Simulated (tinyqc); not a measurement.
Inside a calculation: overlap of hydrogenic dopants: pairs, impurity band and the Mott density. Values are carried at full precision from step to step, so a last printed digit may differ when a step is redone from the rounded ones.

Ry* = Ry m/eps^2, aB = a0 eps/m. For 1s orbitals a distance rho = R/aB apart, in Ry*: overlap S = exp(-rho)(1 + rho + rho^2/3), J = (2/rho)(1 - (1 + rho) exp(-2 rho)) (attraction to the other ion), Kx = 2 (1 + rho) exp(-rho) (exchange of one electron). One electron on a pair has E = -1 - (J +/- Kx)/(1 +/- S), without the repulsion 2/rho of the ions. Hopping after orthogonalisation: t = (Kx - S J)/(1 - S^2), half the splitting. Dopants on a lattice with z neighbours, n = (3 sqrt3/4)/R^3 (bcc), give a band of width B = 2 z t, as on any lattice of two interpenetrating sublattices. Valleys, central cells and disorder are left out.

Constants: Ry = 13.60569312 eV; a0 (Bohr radius) = 0.5291772105 angstrom; hbar = 6.58211957e-16 eV s.

Values chosen for the exercise (an isotropic mass and dielectric constant of the size used for donors in SiC; the results hold for these values, not for the real material): m = 0.398 m0 (mass); eps = 9.6 (dielectric constant); N = 0.0029 1/aB^3 (dopant density); rho = 4 aB (distance of a pair); u = 0.945 Ry* (cost of a second electron on one dopant); z = 8 (neighbours in the dopant lattice).

## Scales

Form Ry*, aB, and the density N in 1/cm^3 (1/angstrom^3 = 1e24/cm^3).

Ry* = 58.757 meV
aB = 12.764 angstrom
density = 1.395e+18 1/cm^3

## A pair with one electron

Form S, J, Kx, the two levels, t, and the total energy of the lower state with the repulsion, relative to a distant pair (-1).

S, J, Kx: 0.18926  0.49916  0.18316

levels (Ry*): even -1.57373, odd -1.38977

t = 0.09198 Ry*
energy of the pair against a distant one (negative: bound) = -0.07373 Ry*

In this host the pair is 5.1 nm long and its splitting 2t is 10.81 meV.

## The pair with two electrons (two-site Hubbard model)

t is the hopping between the two dopants. Singlet at (u - sqrt(u^2 + 16 t^2))/2 below the triplet at 0; estimate 4 t^2/u; weight of double occupancy (1 - u/sqrt(u^2 + 16 t^2))/2; swap time pi hbar/Jx with Jx the splitting in eV. t and u are in units of Ry*.

singlet-triplet splitting (meV): exact 2.030, 4 t^2/u 2.104

double occupancy = 0.0341
swap time = 1.02 ps

The estimate is 3.7 % too high at 4t/u = 0.39.

## The impurity band at this density

Form R/aB, t, B = 2 z t and N^(1/3) aB. Two estimates of the gap between the Hubbard bands: u - B (rigid bands, closing at B = u) and the Hubbard-III rule, which closes at B = (2/sqrt3) u; give B/u.

R/aB = 7.6514
t = 0.00473 Ry*

B: in Ry* 0.076, in meV 4.443

N^(1/3) aB = 0.1426
B/u = 0.080

Both rules leave a gap: an insulator at T = 0. Mott's screening rule, N^(1/3) aB = 0.26, puts this density on the insulating side.

## Checks

- Overlap S against numerical integration in elliptic coordinates: both 0.18926.

Computed by tinyqc, a small Python program: `OMP_NUM_THREADS=1 python tinyqc.py 1451541 1451542 out.jsonl` (the numbers bound the seed that draws the inputs); one thread of a shared host (Intel(R) Xeon(R) Processor @ 2.30GHz), about 0.01 s for the whole set of steps.
